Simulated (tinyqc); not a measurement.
Comparisons within one model: carrier statistics of a doped semiconductor with parabolic bands. A value that a table varies takes the place of the one given here.

Eg(T) = Eg0 - al T^2/(T + be); m_de = Mv^(2/3) (ml mt^2)^(1/3); m_dh = (mhh^(3/2) + mlh^(3/2))^(2/3); Nc and Nv from N = 2 (m kB T/(4 pi c))^(3/2) with c = hbar^2/2m0, in 1/angstrom^3; times 1e24 for 1/cm^3.

Energies are counted from Ev, so Ec = Eg. n = Nc F_1/2((EF - Eg)/kT), p = Nv F_1/2(-EF/kT), ND+ = ND/(1 + 2 exp((EF - Eg + ED)/kT)), NA- = NA/(1 + 4 exp((EA - EF)/kT)); neutrality asks p + ND+ = n + NA-. F_j(eta) = (1/Gamma(j + 1)) integral_0^infinity x^j dx/(1 + exp(x - eta)), which tends to exp(eta) for eta << 0.

Constants: hbar^2/2m0 = 3.80998211 eV angstrom^2; kB = 8.617333262e-05 eV/K.

Inputs chosen for the exercise (near those of Si; not measured data):
```
symbol  value     unit    meaning
Eg0     1.171     eV      gap at 0 K
al      0.000479  eV/K    Varshni alpha
be      610       K       Varshni beta
ml      0.938     m0      longitudinal electron mass
mt      0.18      m0      transverse electron mass
Mv      6                 equivalent valleys
mhh     0.562     m0      heavy-hole mass
mlh     0.162     m0      light-hole mass
ND      3.5e+12   1/cm^3  donors
NA      2.7e+14   1/cm^3  acceptors
ED      0.0474    eV      donor level below Ec
EA      0.0475    eV      acceptor level above Ev
T       300       K
```

## Temperature

Neutrality solved at each temperature; ni = sqrt(Nc Nv) exp(-Eg/2kT).

Carriers (1/cm^3):
```
T (K)  EF (eV)         n         p  majority / |ND - NA|        ni  Eg (eV)
30      0.0399    <1e-99  7.54e+10              0.000283  2.82e-81   1.1703
50      0.0446  7.85e-96  2.68e+13                 0.101  1.45e-41   1.1692
77      0.0606  1.35e-54  1.70e+14                 0.640  1.51e-20   1.1669
120     0.0971  1.31e-26  2.58e+14                 0.968  1.84e-06   1.1616
200     0.1745  4.38e-06  2.66e+14                 0.997  3.41e+04   1.1473
300     0.2775  1.60e+05  2.66e+14                 0.999  6.53e+09   1.1236
450     0.4393  3.26e+12  2.70e+14                  1.01  2.97e+13   1.0795
600     0.4916  2.30e+15  2.56e+15                  9.62  2.43e+15   1.0285
800     0.4503  7.71e+16  7.74e+16                   290  7.73e+16   0.9536
1000    0.4037  6.84e+17  6.84e+17              2.57e+03  6.86e+17   0.8735
```

Ionisation is incomplete: the majority density is below 90 % of the net doping at 30, 50 and 77 K, down to a share of 0.00028. It is within 10 % of the net doping at 120, 200, 300 and 450 K. At 600, 800 and 1000 K thermal pairs lift it more than 10 % above the net doping; ni has reached 6.86e+17 1/cm^3 at 1000 K against a net doping of 2.66e+14. EF goes from 0.040 eV to 0.404 eV, where midgap is 0.437 eV and the intrinsic level (Boltzmann) 0.404 eV.

## Doping level

Only acceptors are present (ND = 0); eta is the distance of EF beyond the valence edge in units of kT.

Neutral state:
```
NA (1/cm^3)  EF (eV)  majority (1/cm^3)  ionised share     eta
1.0e+14       0.3028           1.00e+14          1.000  -11.71
1.0e+15       0.2433           9.98e+14          0.998   -9.41
1.0e+16       0.1842           9.80e+15          0.980   -7.13
1.0e+17       0.1283           8.51e+16          0.851   -4.96
1.0e+18       0.0826           4.93e+17          0.493   -3.20
3.0e+18       0.0645           9.78e+17          0.326   -2.50
1.0e+19       0.0463           1.93e+18          0.193   -1.79
3.0e+19       0.0303           3.42e+18          0.114   -1.17
```

The impurity level lies at 0.0475 eV. The ionised share falls from 1.000 to 0.114 as EF passes through it between 3e+18 and 1e+19 1/cm^3 (share 1/5 there); it is below one half from 1e+18 1/cm^3 on. Over the last two rows the doping grows threefold and the majority density by a factor 1.78. EF comes within 3 kT of the majority band edge from 3e+18 1/cm^3 on. Above roughly 1e+19 1/cm^3 (N^(1/3) a = 0.26, with the radius a = sqrt(c/(m E)) from the ionisation energy E and the mass mhh) the levels merge with the band and real ionisation is complete; sharp levels then overstate freeze-out.

## What each input does

Neutrality solved anew for each case. Each row changes one parameter from the base and keeps the others.

Results:
```
case                  EF (eV)  n (1/cm^3)  p (1/cm^3)
base                   0.2775    1.60e+05    2.66e+14
T = 340 K              0.3200    5.62e+07    2.66e+14
ND = 7e+12 1/cm^3      0.2778    1.62e+05    2.63e+14
NA = 3.51e+14 1/cm^3   0.2706    1.23e+05    3.47e+14
Eg0 = 1.221 eV         0.2775    2.31e+04    2.66e+14
mt = 0.216 m0          0.2775    1.92e+05    2.66e+14
mhh = 0.6744 m0        0.2837    2.04e+05    2.66e+14
EA = 0.0713 eV         0.2775    1.60e+05    2.66e+14
```

The largest shifts from the base row, up to three for each result and ties (the steps differ in size, so this ranks the rows, not the parameters). EF (eV): T +0.0425, NA -0.0069, mhh +0.0062; unchanged at the printed digits by Eg0, mt and EA. n (1/cm^3): T +5.60e+07, Eg0 -1.37e+05, mhh +4.36e+04; unchanged at the printed digits by EA. p (1/cm^3): NA +8.09e+13, ND -3.50e+12; unchanged at the printed digits by T, Eg0, mt, mhh and EA.

tinyqc: `OMP_NUM_THREADS=1 python tinyqc.py 1680698 1680699 out.jsonl`; about 0.01 s, one thread, shared Intel(R) Xeon(R) Processor @ 2.30GHz.
